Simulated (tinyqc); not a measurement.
Off-state leakage of single and stacked transistors: one step of the calculation.

n-channel devices of unit width. Subthreshold current I(Vg, Vs, Vd) = I0 (T/300 K)^0.5 exp[(Vg - Vs - VT(T) - gb (Vs - Vb) + dd (Vd - Vs))/(nf Vt)] (1 - exp(-(Vd - Vs)/Vt)), VT(T) = VT - cT (T - 300 K). Gate-edge tunnelling Ig (Vd/1 V) exp(ag (Vd - 1 V)), for a gate at 0 V, and band-to-band leakage Ab u exp(-Bb/u), u = Vd - Vb + 1 V, flow at a drain held at V; both are taken as independent of T. In a stack of off transistors (all gates at 0 V) the same subthreshold current passes through each.

Question. New Vx. Stack of two, Vx the node between them: I_low = I(0, 0, Vx), I_up = I(0, Vx, V), f = ln(I_up/I_low), f' = -(1 + gb + 2 dd)/(nf Vt) - 1/(Vt (exp(Vx/Vt) - 1)) - 1/(Vt (exp((V - Vx)/Vt) - 1)), Vx(new) = Vx - f/f'.

Values chosen for this exercise; values of the order met in bulk silicon logic transistors: temperature T = 358 K; supply voltage V = 0.9 V; threshold at 300 K, zero drain and body bias VT = 0.46 V; fall of the threshold with temperature cT = 0.5 mV/K; current at threshold at 300 K I0 = 0.14 uA/um; slope factor nf = 1.42; drain-induced lowering per volt dd = 0.15; rise of the threshold per volt of source-body bias gb = 0.21; body voltage Vb = -0.3 V.

Constants: q = 1.602176634e-19 C, kB = 1.380649e-23 J/K, Vt = kB T/q. Results are converted to the units shown.

Vx at the start = 0.089 V

Wanted: I_low; I_up; f; f'; Vx after iteration 1.

Answer.

I_low = 0.002480 nA/um
I_up = 0.002664 nA/um
f = 0.07140
f' = -36.39 1/V
Vx after iteration 1 = 0.09096 V

Numbers from tinyqc (`OMP_NUM_THREADS=1 python tinyqc.py 2242187 2242188 out.jsonl`; about 0.03 s on one thread of a shared Intel Xeon 2.30GHz).
